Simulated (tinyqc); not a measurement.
# Worked calculation: CMOS inverter, nodal equation and switching

Program tinyqc, `OMP_NUM_THREADS=1 python tinyqc.py 2340158 2340159 out.jsonl`; Intel Xeon 2.30GHz, shared host, one thread, about 0.04 s. Printed values are rounded.

An n-channel pull-down (bn, VTn) and a p-channel pull-up (bp, VTp) share the input Vin and the output node Vout, which carries the load C. Transistor (EKV form, voltages against the body): I = 2 n b Vt^2 [F(vp - Vs) - F(vp - Vd)] from drain to source, F(v) = ln^2(1 + exp(v/(2 Vt))), vp = (Vg - VT + sg |Vd - Vs|)/n. n-channel bodies are at 0; for the p-channel device all voltages are counted down from Vdd. b in uA/V^2 gives I in uA. Static: In = Ip. Transient: C dVout/dt = Ip - In. No velocity saturation, no gate capacitance beyond C.

Parameters, values chosen for the exercise: temperature T = 273 K; supply voltage Vdd = 0.5 V; slope factor n = 1.17; drain-induced barrier lowering sg = 0.098; n-channel threshold VTn = 0.41 V; p-channel threshold (magnitude) VTp = 0.35 V; gain factor of the pull-down transistor bn = 630 uA/V^2; gain factor of the pull-up transistor bp = 1300 uA/V^2; load capacitance C = 0.26 fF; input voltage Vin = 0.18 V; time step dt = 3 ps.

Constants: q = 1.602176634e-19 C, kB = 1.380649e-23 J/K, Vt = kB T/q. Results are converted to the units shown.

## Iteration 1: output voltage by Newton steps

Vout at the start = 0.25 V

f = In - Ip at (Vin, Vout); G = df/dVout by a central difference with +/- 1e-6 V; Vout(new) = Vout - f/G, the step limited to +/- 0.1 V.

In = 4.55900e-4 uA
Ip = 0.699155 uA
G = 1.83796 uS
Vout after iteration 1 = 0.35 V

## Iteration 2: output voltage by Newton steps

As before.

In = 6.47929e-4 uA
Ip = 0.533573 uA
G = 1.51986 uS
Vout after iteration 2 = 0.45 V

## Course of the iteration: output voltage by Newton steps

Stop when Vout changes by less than 1e-9 V, or after 30 iterations.

Course of the iteration:
```
iteration  Vout (V)  |change| (V)
1              0.35         0.100
2              0.45         0.100
3          0.547422        0.0974
4          0.520553        0.0269
5          0.505403        0.0152
6          0.500399       5.00e-3
7          0.499913       4.86e-4
8          0.499909       4.20e-6
9          0.499909      2.24e-10
```

Converged in 9 iterations. At the end the number of correct digits about doubles with each step. On the way 3 iterate(s) lie more than 5 mV outside the rails, the first at 0.547 V, before the steps return.

## Transfer curve

Vin, point 0 to 10 (V): 0  0.05  0.1  0.15  0.2  0.25  0.3  0.35  0.4  0.45  0.5

For each Vin solve In = Ip; gain = dVout/dVin.

```
point  Vout (V)  supply current (uA)     gain
0      0.500000            1.6406e-6    0.000
1      0.500000            1.0070e-5    0.000
2      0.499999            6.1615e-5    0.000
3      0.499985            3.7415e-4   -0.001
4      0.499679            0.0022285   -0.021
5      0.490529             0.012348   -0.711
6      0.155064             0.022014  -10.100
7      0.002666            0.0064932   -0.178
8      0.000116            0.0011052   -0.007
9      0.000007            1.8252e-4    0.000
10     0.000001            2.9861e-5    0.000
```

The switching point Vin = Vout lies at 0.2870 V, with a gain of -10.2. The current peaks at 0.0220 uA among the points, against 1.6e-6 and 3.0e-5 uA of leakage at the ends.

## Switching point and noise margins

VM solves In = Ip with Vin = Vout. VIL and VIH are the inputs at which the gain is -1; NML = VIL - Vout(VIH), NMH = Vout(VIL) - VIH.

VM = 0.28704 V
gain at VM = -10.195
VIL = 0.25390 V
VIH = 0.32758 V
NML = 0.24093 V
NMH = 0.15965 V

VM lies 37 mV above Vdd/2, and the low margin is the larger one. With both transistors saturated the size of the gain tends to 1/sg = 10.2; here it is 0.088 % below that.

## Step 1: one time step of the falling output

Vout at t = 0 = 0.5 V

The input steps to Vdd at t = 0; I = In - Ip. Implicit Euler: V(new) = V - (dt/C) I(V(new)), solved for V(new); 1 ps uA/fF = 1 mV.

I(V) = 5.52396 uA
I(V(new)) = 5.11986 uA
Vout after step 1 = 0.440925 V

## Step 2: one time step of the falling output

As before.

I(V) = 5.11986 uA
I(V(new)) = 4.76079 uA
Vout after step 2 = 0.385992 V

## Delays and energy

For a step input the delay to Vdd/2 is tHL = C times the integral of dV/(In - Ip) from Vdd/2 to Vdd at Vin = Vdd, and tLH likewise with Ip - In from 0 to Vdd/2 at Vin = 0. Energy drawn for one full cycle of the output: C Vdd^2. Leakage power: Vdd times the mean of the supply currents at Vin = 0 and Vdd.

tHL = 13.9484 ps
tLH = 3.30330 ps
energy = 0.065 fJ
leakage power = 0.00787536 nW

Time steps as above cross Vdd/2 at 14.5 ps by linear interpolation, 3.7 % above tHL. tLH/tHL = 0.237, with bn/bp = 0.485.
